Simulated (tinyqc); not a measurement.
Valley-orbit splitting of a donor ground state, with strain: one step, computed by the program tinyqc. Command: `OMP_NUM_THREADS=1 python tinyqc.py 3018753 3018754 out.jsonl valleyorbit walk`. One thread of a shared host (Intel(R) Xeon(R) Processor @ 2.30GHz), about 0.01 s of CPU time with the checks.

The basis is the 1s envelope in each valley; energies are counted from the unstrained conduction-band edge. The strain is e_s (a a^T - 1/3) for the unit stress axis a, so valley j along n_j moves by Xi_u e_s w_j with w_j = (n_j.a)^2 - 1/3: +1/3 for [111] and [-1-11], -1/3 for the others.

Problem. Levels and ground state under strain. Diagonalise H; the ground vector has positive components. The density at the nucleus, and so the contact hyperfine coupling, scales as (sum_j c_j)^2/(number of valleys), which is 1 without strain; the envelopes are held fixed.

Valleys: four along <111>. Stress axis: [110].

H (meV), rows [111], [1-1-1], [-11-1], [-1-11]:
```
[[-11.253, -0.660, -0.660, -0.660],
 [-0.660, -14.927, -0.660, -0.660],
 [-0.660, -0.660, -14.927, -0.660],
 [-0.660, -0.660, -0.660, -11.253]]
```

Give: levels; valley amplitudes of the ground state; hyperfine ratio A/A_0.

Solution.

levels (meV): [-16.01, -14.27, -11.49, -10.59]

valley amplitudes of the ground state: [111] 0.2167, [1-1-1] 0.6731, [-11-1] 0.6731, [-1-11] 0.2167

hyperfine ratio A/A_0 = 0.7918
